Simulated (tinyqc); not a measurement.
Worked calculation: finite-difference solution of the diffusion equation on a small grid. Computed by tinyqc, a small Python program that keeps every step. Command: `OMP_NUM_THREADS=1 python tinyqc.py 3013604 3013605 out.jsonl fdiff walk`. One thread of a shared host (Intel(R) Xeon(R) Processor @ 2.30GHz), about 0.01 s of CPU time with the checks. Intermediate numbers are printed to about 6 digits and carried at full precision; extremes and crossings named in words are read from the listed rows.

dC/dt = D d2C/dx2 on nodes x_j = j dx, j = 0..7; the far end is sealed.

Inputs (values chosen for the exercise):
```
quantity           value              unit
diffusivity D        1.5            nm^2/s
grid spacing dx       50                nm
time step dt        1500                 s
final time t_f     12000                 s
surface value C_s     45  % of a reference
```

Boundary at x = 0: fixed surface value. Scheme: implicit.

start values C_j, j = 0, 1, ... (% of a reference): 0  0  0  0  0  0  0  0

## Mesh ratio and operator

The operator M acts as (M C)_j = C_(j-1) - 2 C_j + C_(j+1); at the sealed far end a mirror node gives 2 C_(N-2) - 2 C_(N-1); at j = 0, C_0 is held at C_s from the start (row of zeros). r = D dt/dx^2.

mesh ratio r = 0.9

operator M:
```
   0   1   2   3   4   5   6   7
0  0   0   0   0   0   0   0   0
1  1  -2   1   0   0   0   0   0
2  0   1  -2   1   0   0   0   0
3  0   0   1  -2   1   0   0   0
4  0   0   0   1  -2   1   0   0
5  0   0   0   0   1  -2   1   0
6  0   0   0   0   0   1  -2   1
7  0   0   0   0   0   0   2  -2
```

## Amplification factors

The mode of M with eigenvalue mu has its amplitude multiplied per step by g = (1 + (1 - theta) r mu)/(1 - theta r mu), with theta = 0 explicit, 1 implicit, 1/2 Crank-Nicolson; the explicit scheme is stable for r up to 2/|mu_min|.

eigenvalues mu of M: -3.94986  -3.56366  -2.86777  -2.00000  -1.13223  -0.43634  -0.05014  0.00000

factors g: 0.21955  0.23768  0.27925  0.35714  0.49529  0.71803  0.95682  1.00000

largest stable r of the explicit scheme = 0.506348

The smallest factor is 0.220: no mode changes sign, and all decay but one with mu = 0 where there is such a mode.

## Time step 1

C at the start (%): 45  0  0  0  0  0  0  0

With r = D dt/dx^2: (1 - theta r M) C(new) = (1 + (1 - theta) r M) C(old); theta = 0 explicit, 1 implicit, 1/2 Crank-Nicolson.

C after step 1 (%): 45.0000  16.3811  5.9633  2.1713  0.7920  0.2927  0.1186  0.0762

## Time step 2

The formulas are those given above.

C after step 2 (%): 45.0000  24.0192  11.5252  5.2110  2.2743  0.9844  0.4633  0.3250

## All steps

The run takes n = round(t_f/dt) steps of length t_f/n. The dose is the trapezoidal sum of C dx; the error is the largest difference from exp(M D t/dx^2) C(0), the exact time evolution on the same grid.

Course of the run:
```
step  t (s)      C_1      C_4  dose (% nm)  largest error
1      1500  16.3811   0.7920      2412.85        4.02203
2      3000  24.0192   2.2743      3356.99        2.75815
3      4500  28.1257   4.1195      4116.33        1.79532
4      6000  30.6279   6.0744      4763.08        1.43826
5      7500  32.3128   7.9972      5334.00        1.18451
6      9000  33.5369   9.8248      5849.84        0.96779
7     10500  34.4789  11.5377      6323.29        0.79312
8     12000  35.2367  13.1366      6762.64        0.65503
```

C at the end (%): 45.0000  35.2367  26.3154  18.8507  13.1366  9.1990  6.9232  6.1820

largest error at t_f = 0.655026 %

final dose = 6762.64 % nm

final C_4 = 13.1366 %

The time-step error at the end is 0.66 on a scale of 45.0. The dose grows as material enters from the surface.

## The three schemes as the step is halved

Each run reaches t_f in n equal steps; errors are the largest difference from exp(M D t_f/dx^2) C(0). A dash marks unstable explicit runs.

Largest error at t_f (%):
```
steps n         r  explicit  implicit  Crank-Nicolson
4        1.800000         -   1.34463     4.50180e-01
8        0.900000         -   0.65503     3.37387e-02
16       0.450000  0.311460   0.32171     8.46880e-03
32       0.225000  0.159221   0.16064     2.11986e-03
64       0.112500  0.079856   0.08021     5.30132e-04
128      0.056250  0.039980   0.04007     1.32543e-04
256      0.028125  0.020002   0.02002     3.31365e-05
```

From the last two rows, halving the step divides the error by 2.00 (explicit), 2.00 (implicit), 4.00 (Crank-Nicolson): a factor 2 marks first order in dt and 4 second order. The explicit scheme needs n of at least 15 to be stable; the other two are stable at any step.

Checks made by the program: matrix exponential against 4096 Crank-Nicolson steps (relative difference 3e-09).
